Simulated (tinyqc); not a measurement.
Debye-Callaway model of lattice thermal conductivity: one step, computed by the program tinyqc.

Three acoustic branches with one velocity v, cut at omega_D = k_B Theta/hbar; x = hbar omega/(k_B T). v and Theta are separate inputs: Theta cuts off the heat-carrying modes, so C need not reach 3 k_B/V. gamma is an effective value that sets the umklapp rate.

Problem. Mass-fluctuation parameter. Gamma is given directly by the isotope mixture. A = V Gamma/(4 pi v^3).

Inputs (values chosen for the exercise, modelled on indium phosphide): sound velocity v = 3340 m/s; volume per atom V = 25.3 angstrom^3; mass variance Gamma = 1.3e-05.

Sample: crystal. Point defects: isotopes. Normal processes: left out.

Give: Gamma; Rayleigh coefficient A.

Solution.

Gamma = 1.30e-05

Rayleigh coefficient A = 7.024e-46 s^3
